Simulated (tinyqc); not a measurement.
# Delay unit and parasitic delay from two ring oscillators

Problem. A ring of 21 inverters oscillates at 1/(2 x 21 d), with stage delay d = tau (h + p) for fan-out h. Find tau, p and the delay at fan-out 4.

frequencies of 21-stage ring oscillators with fan-out 2 and 5 (GHz): [2.2326801, 1.2314783]

Solution. d is a straight line in h with slope tau and intercept tau p.

tau = 2.89 ps
p = 1.69
delay at fan-out 4 = 16.4 ps

tinyqc, about 0.01 s, one thread, Intel Xeon 2.30GHz (shared host): `OMP_NUM_THREADS=1 python tinyqc.py 2082075 2082076 out.jsonl`
